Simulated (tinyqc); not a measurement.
# Worked calculation: MOSFET in saturation, small-signal circuit and noise

tinyqc, about 0.01 s, one thread, Intel Xeon 2.30GHz (shared host): `OMP_NUM_THREADS=1 python tinyqc.py 2150030 2150031 out.jsonl` Printed values are rounded.

Bias by the inversion coefficient IC = I/Ispec (charge-based model with velocity saturation; weak inversion below 0.1, strong above 10). Common-source circuit: gm, gds, Cgs, Cgd and Cj at the inner nodes, Rg in series with the gate; quasi-static, no source or drain resistance, no gate-body capacitance, no substrate network, no induced gate noise, so fmax is an upper estimate.

Parameters, values chosen for the exercise:
- T = 300 K (temperature)
- L = 28 nm (gate length)
- W = 10 um (total gate width)
- Cox = 0.63 uF/cm^2 (gate capacitance)
- mu = 300 cm^2/(V s) (mobility)
- n = 1.45 (slope factor)
- Ls = 20 nm (velocity-saturation length)
- sg = 0.15 (ratio gds/gm)
- Cov = 0.23 fF/um (overlap and fringe capacitance per side)
- Cj = 0.35 fF/um (drain junction capacitance)
- Rsh = 10 ohm (sheet resistance of the gate)
- Wf = 0.5 um (finger width)
- Rc = 300 ohm um (gate contact and vertical resistance)
- IC = 0.12 (inversion coefficient)
- gw = 0.03 (short-channel excess of the noise factor)
- Nt = 1.5e18 cm^-3 eV^-1 (oxide trap density)
- lt = 0.1 nm (tunnelling length into the oxide)
- ac = 3000 V s/C (Coulomb scattering coefficient)
- f = 2 GHz (signal frequency)

Constants: q = 1.602176634e-19 C, kB = 1.380649e-23 J/K, Vt = kB T/q. Results are converted to the units shown.

Range of the model: fmax exceeds 4 fT, where channel resistance and substrate losses, left out here, would cap it.

## Current, transconductance and gain

Ispec = 2 n mu Cox (W/L) Vt^2, lc = Ls/L, gms = [sqrt((lc IC + 1)^2 + 4 IC) - 1]/[2 + lc (lc IC + 1)], gm = gms Ispec/(n Vt), gds = sg gm.

Ispec = 130.825 uA
I = 15.6990 uA
gms = 0.103741
gm = 0.362059 mS
gds = 0.0543088 mS
gm/I = 23.0626 1/V

gm/I is 86.5 % of its weak-inversion limit 1/(n Vt); without velocity saturation (lc = 0) gms would be 0.108.

## Capacitances, gate resistance and cut-off frequencies

qs = [sqrt(1 + 4 IC) - 1]/2, Cgs = Cox W L qs (2 qs + 3)/(3 (qs + 1)^2) + Cov W, Cgd = Cov W, Cd = Cj W, Rg = Rsh (Wf/L)/(12 Nf) + Rc/W with Nf = W/Wf fingers (not rounded) contacted at both ends. fT = gm/(2 pi (Cgs + Cgd)), fmax = fT/(2 sqrt(Rg (gds + 2 pi fT Cgd))).

Cgs = 2.46673 fF
Cgd = 2.3 fF
Cd = 3.5 fF
Rg = 30.7440 ohm
fT = 12.0887 GHz
fmax = 72.0352 GHz

Overlap and fringe make up 96.5 % of the gate capacitance; fmax is 5.96 times fT.

## Admittance matrix

Inner admittances at w = 2 pi f: y11 = i w (Cgs + Cgd), y12 = -i w Cgd, y21 = gm - i w Cgd, y22 = gds + i w (Cgd + Cd). Invert to Z, add Rg to Z11 and invert back to Y.

inner y (mS):

|  | 1 | 2 |
|---|---|---|
| 1 | 0.000000+0.059900i | 0.000000-0.028903i |
| 2 | 0.362059-0.028903i | 0.054309+0.072885i |

Y with Rg (mS):

|  | 1 | 2 |
|---|---|---|
| 1 | 0.000110+0.059900i | -0.000053-0.028903i |
| 2 | 0.362004-0.029569i | 0.054335+0.073207i |

## Current gain and unilateral power gain

|h21| = |Y21/Y11|; U = |Y21 - Y12|^2/(4 [Re Y11 Re Y22 - Re Y12 Re Y21]). Extrapolated at 20 dB a decade: f |h21| and f sqrt(U).

|h21| = 6.06357
U = 1297.27
f |h21| = 12.1271 GHz
f sqrt(U) = 72.0352 GHz

f |h21| is 0.32 % above the formula for fT, and f sqrt(U) within 0.01 % of that for fmax.

## Noise at the gate

Channel noise Sid = 4 kB T gam n gm with gam = (1/2 + (2/3) qs)/(1 + qs) + gw lc IC, qs = [sqrt(1 + 4 IC) - 1]/2, lc = Ls/L (the last term an empirical rise with velocity saturation); at the gate, white noise Sw = Sid/gm^2 + 4 kB T Rg. Number fluctuation with correlated mobility: S(f) = K/f, K = q^2 Vt lt Nt/(W L Cox^2) (1 + ac mu Cox I/gm)^2, Vt in eV with Nt per eV. Corner fc = K/Sw. Full shot noise would be 2 q I.

gam = 0.518854
Sid = 4.51291e-24 A^2/Hz
Sid/(2 q I) = 0.897109
sqrt(Sw) = 5.91070 nV/Hz^0.5
K = 9.40293e-9 V^2
fc = 269.145 MHz

The gate resistance gives 1.5 % of the white noise power. In weak inversion gm = I/(n Vt), so with gam = 1/2 the thermal formula equals shot noise.
